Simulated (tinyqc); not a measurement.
Read current of a NAND string, cells in series solved by shooting: one step of the calculation.

Cells in series, numbered from 0 at the source line (0 V) to the bit line, each followed by a gap resistance Rg. A cell with gate Vg, threshold VT, source Vs and drain Vd passes I = 2 nf K Vt^2 [F(Vs) - F(Vd)]/(1 + th max(Vg - VT, 0)), F(V) = ln^2(1 + exp((Vg - VT - nf V)/(2 nf Vt))). The selected cell has Vg = Vr, the others Vg = Vp.

Problem. Node voltages for a trial current. For a trial current I start at 0 V and, cell by cell (the selected one is cell 4), solve for the drain: sqrt(F(Vd)) = sqrt(F(Vs) - I/k), k = 2 nf K Vt^2/(1 + th max(Vg - VT, 0)), Vd = [Vg - VT - 2 nf Vt ln(exp(sqrt F) - 1)]/nf, then add I Rg.

Values chosen for this exercise; values of the order met in vertical NAND strings: temperature T = 300 K; gain factor of a cell K = 4.4 uA/V^2; slope factor nf = 2; mobility reduction factor th = 0.2 1/V; resistance of the gap between cells Rg = 2.9 kohm; bit-line voltage Vbl = 0.7 V; pass voltage Vp = 6.6 V; read voltage on the selected word line Vr = 4.57 V.

Constants: q = 1.602176634e-19 C, kB = 1.380649e-23 J/K, Vt = kB T/q. Results are converted to the units shown.

second trial current = 0.64 uA
thresholds from the source end, cell 0 to 4 (V): [-2.4, -2.4, 4.2, 4.2, 2.9]

Find: node voltage after each cell and gap, trial 2.

Solution.

node voltage after each cell and gap, trial 2, cell 0 to 4 (V): [0.047338, 0.095165, 0.19917, 0.31507, 0.56089]

Computed by the program tinyqc: `OMP_NUM_THREADS=1 python tinyqc.py 2142040 2142041 out.jsonl`, one thread of a shared Intel Xeon 2.30GHz, about 0.9 s for the whole run.
